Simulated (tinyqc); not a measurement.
What moves the efficiency: defect, radiative and Auger recombination at equal electron and hole densities (ABC model).

J/(e d) = Ae n + B n^2 + C n^3 with Ae = A + 4 S/w (four side walls, carriers spread evenly), e = 1.602176634e-19 C, lengths in cm; internal efficiency IQE = B n^2/(Ae n + B n^2 + C n^3); all injected carriers recombine in the layer.

Parameters, chosen for this exercise (orders of magnitude like those quoted for InP; the results hold for these values, not for the real material):
- A = 15000000 1/s (defect rate)
- B = 9.3e-11 cm^3/s (radiative coefficient)
- C = 5.2e-31 cm^6/s (Auger coefficient)
- S = 0 cm/s (recombination velocity of the side walls)
- w = 4.1 micrometre (side of the square mesa)
- d = 130 nm (active thickness)
- J = 2500 A/cm^2 (current density)

IQE_max = Q/(Q + 2) with Q = B/sqrt(Ae C), reached at n = sqrt(Ae/C).

One parameter was then changed.

Results before and after:
```
case     n (1/cm^3)     IQE  IQE_max  J at the peak (A/cm^2)
base      3.480e+18  0.9383   0.9433                5.92e+03
changed   3.448e+18  0.9214   0.9217                3.03e+03
```

Which of these changes was made? (a) d = 260 nm; (b) J = 7500 A/cm^2; (c) B = 1.4e-10 cm^3/s; (d) C = 1.04e-30 cm^6/s; (e) A = 30000000 1/s.

Answer: (d) C = 1.04e-30 cm^6/s. Of the candidates, run in turn, only this one gives the changed row.

All candidates:
```
case                 n (1/cm^3)     IQE  IQE_max  J at the peak (A/cm^2)
base                  3.480e+18  0.9383   0.9433                5.92e+03
A = 30000000 1/s      3.404e+18  0.8978   0.9217                1.21e+04
B = 1.4e-10 cm^3/s    2.860e+18  0.9541   0.9616                8.75e+03
C = 1.04e-30 cm^6/s   3.448e+18  0.9214   0.9217                3.03e+03
d = 260 nm            2.445e+18  0.9262   0.9433                1.18e+04
J = 7500 A/cm^2       6.042e+18  0.9430   0.9433                5.92e+03
```

Program tinyqc; command `OMP_NUM_THREADS=1 python tinyqc.py 1682435 1682436 out.jsonl`; about 0.01 s on one thread of a shared Intel(R) Xeon(R) Processor @ 2.30GHz.
